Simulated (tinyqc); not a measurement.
Changing the anneal time t: kinetics of strain relaxation and threading dislocations in mismatched semiconductor layers. Computed by tinyqc, a small Python program. Command: `OMP_NUM_THREADS=1 python tinyqc.py 3016866 3016867 out.jsonl threading sweep`. One thread of a shared host (Intel(R) Xeon(R) Processor @ 2.30GHz), about 0.01 s of CPU time with the checks.

60-degree dislocations on {111} planes of a (001) layer, isotropic elasticity. The Schmid factor is 1/sqrt(6), and a misfit segment relieves strain with b/2.

Inputs (values chosen for the exercise, modelled on In(0.2)Ga(0.8)As on GaAs):
```
quantity                        value         unit
misfit f                       0.0143            -
shear modulus G                  42.7          GPa
Poisson ratio nu                 0.32            -
Burgers vector b                 4.05     angstrom
glide activation energy Q        1.26           eV
velocity prefactor v0            8700  m/s per MPa
layer thickness h                  35           nm
anneal temperature T              617            K
initial thread density rho_0    32000       1/cm^2
multiplication constant delta   72000          1/m
```

Sources: fixed density of threads.

Constants: k_B = 8.617333262e-05 eV/K.

Method:
- Excess resolved stress tau = (1/sqrt 6) [2 G (1 + nu)/(1 - nu)] (e - e_eq), e_eq = b (1 - nu/4) [ln(h/b) + 1]/(4 pi (1 + nu) h), the Matthews-Blakeslee strain of an uncapped layer; glide velocity v = v0 tau exp(-Q/(k_B T)), tau in MPa.
- Threads run in two directions, so de/dt = -(b/4) rho v, with rho fixed. With x = e - e_eq, x0 = f - e_eq (fully strained at t = 0) and v = m S x (m the mobility, S x = tau): x = x0 exp(-t/t_r), t_r = 4/(b rho_0 m S).
- The half time is that at which x = x0/2.

One run for each value:
```
anneal time t (s)  share of the excess strain relieved (%)  strain left e  thread density (1/cm^2)
36                                                   3.446       0.013928                    32000
63                                                   5.952       0.013657                    32000
110                                                 10.161       0.013203                    32000
190                                                 16.895       0.012476                    32000
340                                                 28.192       0.011256                    32000
600                                                 44.258       0.009522                    32000
1000                                                62.245       0.007580                    32000
1800                                                82.680       0.005374                    32000
3200                                                95.571       0.003982                    32000
5700                                                99.612       0.003546                    32000
```

What does the table show, and why?

Over the rows, share of the excess strain relieved (%) rises from 3.45 to 99.6 (exponent d ln y / d ln x 0.98 between the first rows and 0.072 between the last); strain left e falls from 0.0139 to 0.00355 (exponent d ln y / d ln x -0.035 between the first rows and -0.20 between the last); thread density (1/cm^2) does not change. The excess strain decays exponentially.

Caution (rows 63.0, 110, 190, 340, 600, 1000, 1800, 3200, 5700): blocking of threads by crossing misfit lines, left out here, leaves real layers with more strain.

Extremes, crossings and ranges named in words are read from the listed rows.
